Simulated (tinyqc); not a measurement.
Inductance and parasitic capacitance from two readings.

Question. A loss-free coil L in parallel with C shows the apparent inductance L/(1 - w^2 L C), w = 2 pi f. Find L, C and the self-resonance 1/(2 pi sqrt(L C)).

apparent inductance at 3.2 and 5.3 GHz (nH): 4.9054093  8.9089305

Answer. The inverse of the reading is 1/L - w^2 C, a straight line in w^2.

L = 3.900 nH
C = 130.0 fF
self-resonance = 7.068 GHz

Computed by the program tinyqc: `OMP_NUM_THREADS=1 python tinyqc.py 2302248 2302249 out.jsonl`, one thread of a shared Intel Xeon 2.30GHz, about 0.01 s for the whole run.
